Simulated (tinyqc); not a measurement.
# Polarisation charge from two barrier thicknesses

Problem. Voff = phiB - dEc - q sigma d/(eps0 eb). Find sigma, phiB - dEc and the thickness at which Voff = 0.

Constants: q = 1.602176634e-19 C, eps0 = 8.8541878128e-14 F/cm where lengths are in cm. Results are converted to the units shown.

Voff at d = 15 and 38 nm (V): -5.4138740  -14.823747
eb = 9.1336000

Answer. Voff is a straight line in d: its slope is -q sigma/(eps0 eb) and its intercept phiB - dEc.

sigma = 2.07e13 cm^-2
phiB - dEc = 0.723 V
thickness for Voff = 0 = 1.77 nm

Computed by the program tinyqc: `OMP_NUM_THREADS=1 python tinyqc.py 2180031 2180032 out.jsonl`, one thread of a shared Intel Xeon 2.30GHz, about 0.01 s for the whole run.
